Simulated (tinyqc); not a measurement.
Charge control and current of a heterostructure field-effect transistor: one step, computed by the program tinyqc.

Two subbands in a triangular well; E_F is counted from the conduction band edge of the channel at the interface.

Question. Levels and gate capacitance. Charge control: n_s = C_b (V_G - V_T - E_F/e)/e. Well: mean field F = e n_s/(2 eps eps_0), E_i = (hbar^2/2m)^(1/3) [(3 pi e F/2)(i + 3/4)]^(2/3), i = 0, 1; n_s = D k_B T sum_i ln(1 + exp((E_F - E_i)/k_B T)), D = m/(pi hbar^2), which is solved in closed form for E_F. C_g = e dn_s/dV_G = 1/(1/C_b + 1/C_q), 1/C_q = d(E_F/e)/d(e n_s) by a central difference of +/- 0.1 % in n_s; added distance dd = eps eps_0/C_q.

Inputs (values chosen for the exercise, modelled on AlGaAs/GaAs):
```
quantity                                value  unit
channel mass m                          0.069   m_0
permittivity eps (barrier and channel)   12.5     -
conduction band offset dE_c              0.15    eV
temperature T                             300     K
spacer between delta layer and channel    3.9    nm
```

Charge source: delta doping. Velocity law: smooth.

sheet density n_s = 1.297137e+12 1/cm^2

barrier capacitance C_b = 0.3255216 microfarad/cm^2

Constants: k_B = 8.617333262e-05 eV/K; e = 1.602176634e-19 C; eps_0 = 8.8541878128e-12 F/m; hbar = 1.054571817e-34 J s; m_0 = 9.1093837015e-31 kg; k_B = 1.380649e-23 J/K.

Give: E_0; E_1; E_F; share in the second subband; gate capacitance C_g; added distance dd.

Answer.

E_0 = 84.72 meV

E_1 = 149.0 meV

E_F = 116.6 meV

share in the second subband = 14.43 %

gate capacitance C_g = 0.2772 microfarad/cm^2

added distance dd = 5.921 nm

C_g is 85 % of C_b: the finite density of states and the rise of E_0 act as 5.9 nm of extra barrier. Caution: E_F lies above the conduction band minimum of the barrier, so electrons would spill into the barrier.
